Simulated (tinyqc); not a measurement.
UKS/BLYP in the sto-3g basis, for Be+, spin multiplicity 2, step by step (part 1 of 2). Computed by tinyqc, a small Python program that keeps every step (integrals from PySCF). Settings: charge = 1, multiplicity = 2, basis = sto-3g, energy threshold = 1e-09, iteration cap = 51, orthogonalisation = symmetric, start = atomic densities, DIIS depth = 3, damping = 0.5, shift = 1.0, method = UKS, functional = blyp, grid = [10, 26]. Command: `OMP_NUM_THREADS=1 python tinyqc.py 30668 30669 out.jsonl` (the two numbers bound the seeds that draw the settings). One thread of a shared host (Intel(R) Xeon(R) Processor @ 2.60GHz), about 0.9 s of CPU time with the checks. Later iterations appear only in the table of the cycle.

## One-electron integrals

Geometry (angstrom):
```
atom         x         y         z
Be    0.000000  0.000000  0.000000
```

Basis sto-3g: exponents (1/bohr^2) and contraction coefficients of normalised primitives:
```
element  l (shell)   exponent  coefficient
Be           s (1)  30.167871     0.154329
Be           s (1)   5.495115     0.535328
Be           s (1)   1.487193     0.444635
Be           s (2)   1.314833    -0.099967
Be           s (2)   0.305539     0.399513
Be           s (2)   0.099371     0.700115
Be           p (3)   1.314833     0.155916
Be           p (3)   0.305539     0.607684
Be           p (3)   0.099371     0.391957
```

Overlap, kinetic and nuclear-attraction integrals over the contracted functions; the nuclear repulsion is the sum of Za Zb / Rab.

nuclear repulsion = 0 hartree

overlap S, order 1Be 1s, 1Be 2s, 1Be 2px, 1Be 2py, 1Be 2pz:
```
[[1.000000, 0.259517, 0.000000, 0.000000, 0.000000],
 [0.259517, 1.000000, 0.000000, 0.000000, 0.000000],
 [0.000000, 0.000000, 1.000000, 0.000000, 0.000000],
 [0.000000, 0.000000, 0.000000, 1.000000, 0.000000],
 [0.000000, 0.000000, 0.000000, 0.000000, 1.000000]]
```

kinetic energy T (hartree), order 1Be 1s, 1Be 2s, 1Be 2px, 1Be 2py, 1Be 2pz:
```
[[6.693975, -0.033012, 0.000000, 0.000000, 0.000000],
 [-0.033012, 0.211111, 0.000000, 0.000000, 0.000000],
 [0.000000, 0.000000, 0.660592, 0.000000, 0.000000],
 [0.000000, 0.000000, 0.000000, 0.660592, 0.000000],
 [0.000000, 0.000000, 0.000000, 0.000000, 0.660592]]
```

nuclear attraction V (hartree), order 1Be 1s, 1Be 2s, 1Be 2px, 1Be 2py, 1Be 2pz:
```
[[-14.561092, -1.899246, 0.000000, 0.000000, 0.000000],
 [-1.899246, -2.313268, 0.000000, 0.000000, 0.000000],
 [0.000000, 0.000000, -2.294749, 0.000000, 0.000000],
 [0.000000, 0.000000, 0.000000, -2.294749, 0.000000],
 [0.000000, 0.000000, 0.000000, 0.000000, -2.294749]]
```

core Hamiltonian H = T + V (hartree), order 1Be 1s, 1Be 2s, 1Be 2px, 1Be 2py, 1Be 2pz:
```
[[-7.867117, -1.932258, 0.000000, 0.000000, 0.000000],
 [-1.932258, -2.102157, 0.000000, 0.000000, 0.000000],
 [0.000000, 0.000000, -1.634157, 0.000000, 0.000000],
 [0.000000, 0.000000, 0.000000, -1.634157, 0.000000],
 [0.000000, 0.000000, 0.000000, 0.000000, -1.634157]]
```

## Two-electron integrals

Functions are numbered as in S; the eight-fold symmetry (ij|kl) = (ji|kl) = (kl|ij) leaves the list below.

Two-electron integrals (ij|kl) in chemists' order, unique and non-zero (hartree):
```
(11|11) 2.298831   (21|11) 0.392036   (21|21) 0.079539   (22|11) 0.570988
(22|21) 0.143041   (22|22) 0.417683   (31|31) 0.014607   (32|31) 0.021888
(32|32) 0.092265   (33|11) 0.569578   (33|21) 0.143083   (33|22) 0.417589
(33|33) 0.449859   (41|41) 0.014607   (42|41) 0.021888   (42|42) 0.092265
(43|43) 0.024249   (44|11) 0.569578   (44|21) 0.143083   (44|22) 0.417589
(44|33) 0.401360   (44|44) 0.449859   (51|51) 0.014607   (52|51) 0.021888
(52|52) 0.092265   (53|53) 0.024249   (54|54) 0.024249   (55|11) 0.569578
(55|21) 0.143083   (55|22) 0.417589   (55|33) 0.401360   (55|44) 0.401360
(55|55) 0.449859
```

## Orthogonalisation

S = U s U^T; symmetric (Loewdin) form X = U s^(-1/2) U^T, so that X^T S X = 1.

eigenvalues of S: [0.740483, 1.000000, 1.000000, 1.000000, 1.259517]

X, order 1Be 1s, 1Be 2s, 1Be 2px, 1Be 2py, 1Be 2pz:
```
[[1.026569, -0.135528, 0.000000, 0.000000, 0.000000],
 [-0.135528, 1.026569, 0.000000, 0.000000, 0.000000],
 [0.000000, 0.000000, 1.000000, 0.000000, 0.000000],
 [0.000000, 0.000000, 0.000000, 1.000000, 0.000000],
 [0.000000, 0.000000, 0.000000, 0.000000, 1.000000]]
```

## Starting guess

The start is atomic minimal-basis densities projected into this basis (PySCF's MINAO start) and scaled to the electron count of each spin; this density is not idempotent, so its energy is not variational and may lie below the converged one.

D(alpha) at the start, order 1Be 1s, 1Be 2s, 1Be 2px, 1Be 2py, 1Be 2pz:
```
[[1.080685, -0.273021, 0.000000, 0.000000, 0.000000],
 [-0.273021, 1.061023, 0.000000, 0.000000, 0.000000],
 [0.000000, 0.000000, 0.000000, 0.000000, 0.000000],
 [0.000000, 0.000000, 0.000000, 0.000000, 0.000000],
 [0.000000, 0.000000, 0.000000, 0.000000, 0.000000]]
```

D(beta) at the start, order 1Be 1s, 1Be 2s, 1Be 2px, 1Be 2py, 1Be 2pz:
```
[[0.540342, -0.136511, 0.000000, 0.000000, 0.000000],
 [-0.136511, 0.530511, 0.000000, 0.000000, 0.000000],
 [0.000000, 0.000000, 0.000000, 0.000000, 0.000000],
 [0.000000, 0.000000, 0.000000, 0.000000, 0.000000],
 [0.000000, 0.000000, 0.000000, 0.000000, 0.000000]]
```

## Iteration 1: exchange-correlation on the grid

Becke grid with 10 radial and 26 angular points per atom, points of zero weight dropped. rho = sum D_ij phi_i phi_j; V_xc,ij = sum w v_xc phi_i phi_j plus the gradient terms; v_xc is d(rho eps)/d rho(s) for spin s at fixed gradient.

The 12 grid points with the largest w rho, of 260 (bohr, atomic units):
```
x                  y          z         w  rho(alpha)  rho(beta)     eps_xc  v_xc(alpha)
0.505989    0.000000   0.000000  0.061825    0.398939   0.199470  -0.842644    -0.863630
-0.505989   0.000000   0.000000  0.061825    0.398939   0.199470  -0.842644    -0.863630
0.000000   -0.505989   0.000000  0.061825    0.398939   0.199470  -0.842644    -0.863630
0.000000    0.000000   0.505989  0.061825    0.398939   0.199470  -0.842644    -0.863630
0.000000    0.505989   0.000000  0.061825    0.398939   0.199470  -0.842644    -0.863630
0.000000    0.000000  -0.505989  0.061825    0.398939   0.199470  -0.842644    -0.863630
0.000000    0.000000  -1.852191  2.044790    0.011088   0.005544  -0.232709    -0.281752
0.000000   -1.852191   0.000000  2.044790    0.011088   0.005544  -0.232709    -0.281752
0.000000    0.000000   1.852191  2.044790    0.011088   0.005544  -0.232709    -0.281752
1.852191    0.000000   0.000000  2.044790    0.011088   0.005544  -0.232709    -0.281752
-1.852191   0.000000   0.000000  2.044790    0.011088   0.005544  -0.232709    -0.281752
0.000000    1.852191   0.000000  2.044790    0.011088   0.005544  -0.232709    -0.281752
```

electrons on the grid, sum of w rho = 3.030811

E_xc = sum of w rho eps_xc = -2.07125748 hartree

V_xc(alpha) (hartree), order 1Be 1s, 1Be 2s, 1Be 2px, 1Be 2py, 1Be 2pz:
```
[[-1.532643, -0.214672, 0.000000, 0.000000, 0.000000],
 [-0.214672, -0.292122, 0.000000, 0.000000, 0.000000],
 [0.000000, 0.000000, -0.288471, 0.000000, 0.000000],
 [0.000000, 0.000000, 0.000000, -0.288471, 0.000000],
 [0.000000, 0.000000, 0.000000, 0.000000, -0.288471]]
```

V_xc(beta) (hartree), order 1Be 1s, 1Be 2s, 1Be 2px, 1Be 2py, 1Be 2pz:
```
[[-1.279578, -0.184465, 0.000000, 0.000000, 0.000000],
 [-0.184465, -0.258713, 0.000000, 0.000000, 0.000000],
 [0.000000, 0.000000, -0.255519, 0.000000, 0.000000],
 [0.000000, 0.000000, 0.000000, -0.255519, 0.000000],
 [0.000000, 0.000000, 0.000000, 0.000000, -0.255519]]
```

## Iteration 1: building the Kohn-Sham matrix

J_ij = sum D_kl (ij|kl) with D = D(alpha) + D(beta); F = H + J + V_xc; E = tr D H + tr D J / 2 + E_xc + E_nn.

Coulomb J (hartree), order 1Be 1s, 1Be 2s, 1Be 2px, 1Be 2py, 1Be 2pz:
```
[[4.314111, 0.798009, 0.000000, 0.000000, 0.000000],
 [0.798009, 1.473184, 0.000000, 0.000000, 0.000000],
 [0.000000, 0.000000, 1.470715, 0.000000, 0.000000],
 [0.000000, 0.000000, 0.000000, 1.470715, 0.000000],
 [0.000000, 0.000000, 0.000000, 0.000000, 1.470715]]
```

F(alpha) (hartree), order 1Be 1s, 1Be 2s, 1Be 2px, 1Be 2py, 1Be 2pz:
```
[[-5.085649, -1.348921, 0.000000, 0.000000, 0.000000],
 [-1.348921, -0.921095, 0.000000, 0.000000, 0.000000],
 [0.000000, 0.000000, -0.451913, 0.000000, 0.000000],
 [0.000000, 0.000000, 0.000000, -0.451913, 0.000000],
 [0.000000, 0.000000, 0.000000, 0.000000, -0.451913]]
```

F(beta) (hartree), order 1Be 1s, 1Be 2s, 1Be 2px, 1Be 2py, 1Be 2pz:
```
[[-4.832585, -1.318714, 0.000000, 0.000000, 0.000000],
 [-1.318714, -0.887685, 0.000000, 0.000000, 0.000000],
 [0.000000, 0.000000, -0.418961, 0.000000, 0.000000],
 [0.000000, 0.000000, 0.000000, -0.418961, 0.000000],
 [0.000000, 0.000000, 0.000000, 0.000000, -0.418961]]
```

total energy of this density = -12.24493226 hartree

This density is the starting one; it is not idempotent, so its energy is not variational and may lie below the converged one.

## Iteration 1: diagonalisation and new density

A level shift of 1 hartree raises the virtual space: F + shift (S - S D(s) S), with D(s) the density of one spin. Diagonalise F' = X^T F X, C = X C', fill 2 alpha and 1 beta electrons from the bottom; D(s) = C_occ C_occ^T; the new density keeps 0.5 of the old one (damping). Each column has its largest component positive (the first on a tie).

F' = X^T F X (alpha) (hartree):
```
[[-5.010550, -0.615502, 0.000000, 0.000000, 0.000000],
 [-0.615502, -0.679262, 0.000000, 0.000000, 0.000000],
 [0.000000, 0.000000, 0.548087, 0.000000, 0.000000],
 [0.000000, 0.000000, 0.000000, 0.548087, 0.000000],
 [0.000000, 0.000000, 0.000000, 0.000000, 0.548087]]
```

orbital energies (alpha) (hartree): [-5.096319, -0.593493, 0.548087, 0.548087, 0.548087]

coefficients C (alpha), order 1Be 1s, 1Be 2s, 1Be 2px, 1Be 2py, 1Be 2pz:
```
[[0.998041, -0.275911, 0.000000, 0.000000, 0.000000],
 [0.007449, 1.035450, 0.000000, 0.000000, 0.000000],
 [0.000000, 0.000000, 0.959883, -0.268266, -0.081594],
 [0.000000, 0.000000, -0.061417, -0.485073, 0.872315],
 [0.000000, 0.000000, 0.273591, 0.832309, 0.482089]]
```

F' = X^T F X (beta) (hartree):
```
[[-4.246904, -0.620529, 0.000000, 0.000000, 0.000000],
 [-0.620529, -0.152557, 0.000000, 0.000000, 0.000000],
 [0.000000, 0.000000, 0.581039, 0.000000, 0.000000],
 [0.000000, 0.000000, 0.000000, 0.581039, 0.000000],
 [0.000000, 0.000000, 0.000000, 0.000000, 0.581039]]
```

orbital energies (beta) (hartree): [-4.338884, -0.060578, 0.581039, 0.581039, 0.581039]

coefficients C (beta), order 1Be 1s, 1Be 2s, 1Be 2px, 1Be 2py, 1Be 2pz:
```
[[0.995603, -0.284584, 0.000000, 0.000000, 0.000000],
 [0.016458, 1.035346, 0.000000, 0.000000, 0.000000],
 [0.000000, 0.000000, 0.549995, 0.053900, 0.833427],
 [0.000000, 0.000000, 0.798405, 0.258883, -0.543626],
 [0.000000, 0.000000, -0.245061, 0.964404, 0.099351]]
```

D(alpha) after iteration 1, order 1Be 1s, 1Be 2s, 1Be 2px, 1Be 2py, 1Be 2pz:
```
[[1.076449, -0.275639, 0.000000, 0.000000, 0.000000],
 [-0.275639, 1.066618, 0.000000, 0.000000, 0.000000],
 [0.000000, 0.000000, 0.000000, 0.000000, 0.000000],
 [0.000000, 0.000000, 0.000000, 0.000000, 0.000000],
 [0.000000, 0.000000, 0.000000, 0.000000, 0.000000]]
```

D(beta) after iteration 1, order 1Be 1s, 1Be 2s, 1Be 2px, 1Be 2py, 1Be 2pz:
```
[[0.765783, -0.060062, 0.000000, 0.000000, 0.000000],
 [-0.060062, 0.265391, 0.000000, 0.000000, 0.000000],
 [0.000000, 0.000000, 0.000000, 0.000000, 0.000000],
 [0.000000, 0.000000, 0.000000, 0.000000, 0.000000],
 [0.000000, 0.000000, 0.000000, 0.000000, 0.000000]]
```

Within a degenerate level the vectors are fixed only up to a rotation; this is one choice.

## Iteration 2: exchange-correlation on the grid

As before.

The 12 grid points with the largest w rho, of 260 (bohr, atomic units):
```
x                  y          z         w  rho(alpha)  rho(beta)     eps_xc  v_xc(alpha)
0.505989    0.000000   0.000000  0.061825    0.396934   0.296313  -0.860784    -0.883598
-0.505989   0.000000   0.000000  0.061825    0.396934   0.296313  -0.860784    -0.883598
0.000000   -0.505989   0.000000  0.061825    0.396934   0.296313  -0.860784    -0.883598
0.000000    0.000000   0.505989  0.061825    0.396934   0.296313  -0.860784    -0.883598
0.000000    0.505989   0.000000  0.061825    0.396934   0.296313  -0.860784    -0.883598
0.000000    0.000000  -0.505989  0.061825    0.396934   0.296313  -0.860784    -0.883598
0.000000   -0.202092   0.000000  0.005254    3.810111   2.765955  -1.580440    -1.873201
0.000000    0.202092   0.000000  0.005254    3.810111   2.765955  -1.580440    -1.873201
-0.202092   0.000000   0.000000  0.005254    3.810111   2.765955  -1.580440    -1.873201
0.000000    0.000000   0.202092  0.005254    3.810111   2.765955  -1.580440    -1.873201
0.000000    0.000000  -0.202092  0.005254    3.810111   2.765955  -1.580440    -1.873201
0.202092    0.000000   0.000000  0.005254    3.810111   2.765955  -1.580440    -1.873201
```

electrons on the grid, sum of w rho = 3.035371

E_xc = sum of w rho eps_xc = -2.33110443 hartree

V_xc(alpha) (hartree), order 1Be 1s, 1Be 2s, 1Be 2px, 1Be 2py, 1Be 2pz:
```
[[-1.534117, -0.214798, 0.000000, 0.000000, 0.000000],
 [-0.214798, -0.288589, 0.000000, 0.000000, 0.000000],
 [0.000000, 0.000000, -0.284846, 0.000000, 0.000000],
 [0.000000, 0.000000, 0.000000, -0.284846, 0.000000],
 [0.000000, 0.000000, 0.000000, 0.000000, -0.284846]]
```

V_xc(beta) (hartree), order 1Be 1s, 1Be 2s, 1Be 2px, 1Be 2py, 1Be 2pz:
```
[[-1.407169, -0.197240, 0.000000, 0.000000, 0.000000],
 [-0.197240, -0.245474, 0.000000, 0.000000, 0.000000],
 [0.000000, 0.000000, -0.242038, 0.000000, 0.000000],
 [0.000000, 0.000000, 0.000000, -0.242038, 0.000000],
 [0.000000, 0.000000, 0.000000, 0.000000, -0.242038]]
```

## Iteration 2: building the Kohn-Sham matrix

As before.

Coulomb J (hartree), order 1Be 1s, 1Be 2s, 1Be 2px, 1Be 2py, 1Be 2pz:
```
[[4.732326, 0.859351, 0.000000, 0.000000, 0.000000],
 [0.859351, 1.512212, 0.000000, 0.000000, 0.000000],
 [0.000000, 0.000000, 1.509462, 0.000000, 0.000000],
 [0.000000, 0.000000, 0.000000, 1.509462, 0.000000],
 [0.000000, 0.000000, 0.000000, 0.000000, 1.509462]]
```

F(alpha) (hartree), order 1Be 1s, 1Be 2s, 1Be 2px, 1Be 2py, 1Be 2pz:
```
[[-4.668908, -1.287705, 0.000000, 0.000000, 0.000000],
 [-1.287705, -0.878534, 0.000000, 0.000000, 0.000000],
 [0.000000, 0.000000, -0.409542, 0.000000, 0.000000],
 [0.000000, 0.000000, 0.000000, -0.409542, 0.000000],
 [0.000000, 0.000000, 0.000000, 0.000000, -0.409542]]
```

F(beta) (hartree), order 1Be 1s, 1Be 2s, 1Be 2px, 1Be 2py, 1Be 2pz:
```
[[-4.541960, -1.270147, 0.000000, 0.000000, 0.000000],
 [-1.270147, -0.835419, 0.000000, 0.000000, 0.000000],
 [0.000000, 0.000000, -0.366734, 0.000000, 0.000000],
 [0.000000, 0.000000, 0.000000, -0.366734, 0.000000],
 [0.000000, 0.000000, 0.000000, 0.000000, -0.366734]]
```

total energy of this density = -13.24925056 hartree

This density is a damped mixture and is not idempotent, and it still holds part of the atomic start, so its energy may lie below the converged one.

## Iteration 2: DIIS over 2 matrices

error matrix X^T (FDS - SDF) X (alpha):
```
[[0.000000, -0.003803, 0.000000, 0.000000, 0.000000],
 [0.003803, 0.000000, 0.000000, 0.000000, 0.000000],
 [0.000000, 0.000000, 0.000000, 0.000000, 0.000000],
 [0.000000, 0.000000, 0.000000, 0.000000, 0.000000],
 [0.000000, 0.000000, 0.000000, 0.000000, 0.000000]]
```

B (overlaps of the stored error matrices):
```
[[2.1294266e-04, -3.9339267e-05],
 [-3.9339267e-05, 3.9648520e-04]]
```

Minimise |sum c_i e_i|^2 with sum c_i = 1: solve [B -1; -1 0][c; lambda] = [0; -1] with B_ij = tr e_i^T e_j summed over both spins, and take F = sum c_i F_i.

DIIS coefficients: [0.633368, 0.366632]

extrapolated F(alpha) (hartree), order 1Be 1s, 1Be 2s, 1Be 2px, 1Be 2py, 1Be 2pz:
```
[[-4.932859, -1.326477, 0.000000, 0.000000, 0.000000],
 [-1.326477, -0.905490, 0.000000, 0.000000, 0.000000],
 [0.000000, 0.000000, -0.436379, 0.000000, 0.000000],
 [0.000000, 0.000000, 0.000000, -0.436379, 0.000000],
 [0.000000, 0.000000, 0.000000, 0.000000, -0.436379]]
```

extrapolated F(beta) (hartree), order 1Be 1s, 1Be 2s, 1Be 2px, 1Be 2py, 1Be 2pz:
```
[[-4.726032, -1.300907, 0.000000, 0.000000, 0.000000],
 [-1.300907, -0.868523, 0.000000, 0.000000, 0.000000],
 [0.000000, 0.000000, -0.399813, 0.000000, 0.000000],
 [0.000000, 0.000000, 0.000000, -0.399813, 0.000000],
 [0.000000, 0.000000, 0.000000, 0.000000, -0.399813]]
```

## Iteration 2: diagonalisation and new density

As before.

F' = X^T F X (alpha) (hartree):
```
[[-4.850744, -0.612425, 0.000000, 0.000000, 0.000000],
 [-0.612425, -0.671003, 0.000000, 0.000000, 0.000000],
 [0.000000, 0.000000, 0.563621, 0.000000, 0.000000],
 [0.000000, 0.000000, 0.000000, 0.563621, 0.000000],
 [0.000000, 0.000000, 0.000000, 0.000000, 0.563621]]
```

orbital energies (alpha) (hartree): [-4.938630, -0.583117, 0.563621, 0.563621, 0.563621]

coefficients C (alpha), order 1Be 1s, 1Be 2s, 1Be 2px, 1Be 2py, 1Be 2pz:
```
[[0.996908, -0.279977, 0.000000, 0.000000, 0.000000],
 [0.011670, 1.035411, 0.000000, 0.000000, 0.000000],
 [0.000000, 0.000000, 0.853666, -0.507310, -0.117861],
 [0.000000, 0.000000, 0.094090, -0.072354, 0.992931],
 [0.000000, 0.000000, 0.512252, 0.858721, 0.014033]]
```

F' = X^T F X (beta) (hartree):
```
[[-4.376094, -0.690227, 0.000000, 0.000000, 0.000000],
 [-0.690227, 0.101516, 0.000000, 0.000000, 0.000000],
 [0.000000, 0.000000, 0.600187, 0.000000, 0.000000],
 [0.000000, 0.000000, 0.000000, 0.600187, 0.000000],
 [0.000000, 0.000000, 0.000000, 0.000000, 0.600187]]
```

orbital energies (beta) (hartree): [-4.480078, 0.205501, 0.600187, 0.600187, 0.600187]

coefficients C (beta), order 1Be 1s, 1Be 2s, 1Be 2px, 1Be 2py, 1Be 2pz:
```
[[0.994925, -0.286945, 0.000000, 0.000000, 0.000000],
 [0.018913, 1.035304, 0.000000, 0.000000, 0.000000],
 [0.000000, 0.000000, 0.838134, -0.431730, -0.333378],
 [0.000000, 0.000000, 0.182761, 0.798121, -0.574109],
 [0.000000, 0.000000, 0.513936, 0.420252, 0.747835]]
```

D(alpha) after iteration 2, order 1Be 1s, 1Be 2s, 1Be 2px, 1Be 2py, 1Be 2pz:
```
[[1.074331, -0.276949, 0.000000, 0.000000, 0.000000],
 [-0.276949, 1.069415, 0.000000, 0.000000, 0.000000],
 [0.000000, 0.000000, 0.000000, 0.000000, 0.000000],
 [0.000000, 0.000000, 0.000000, 0.000000, 0.000000],
 [0.000000, 0.000000, 0.000000, 0.000000, 0.000000]]
```

D(beta) after iteration 2, order 1Be 1s, 1Be 2s, 1Be 2px, 1Be 2py, 1Be 2pz:
```
[[0.877829, -0.020622, 0.000000, 0.000000, 0.000000],
 [-0.020622, 0.132874, 0.000000, 0.000000, 0.000000],
 [0.000000, 0.000000, 0.000000, 0.000000, 0.000000],
 [0.000000, 0.000000, 0.000000, 0.000000, 0.000000],
 [0.000000, 0.000000, 0.000000, 0.000000, 0.000000]]
```

Within a degenerate level the vectors are fixed only up to a rotation; this is one choice.
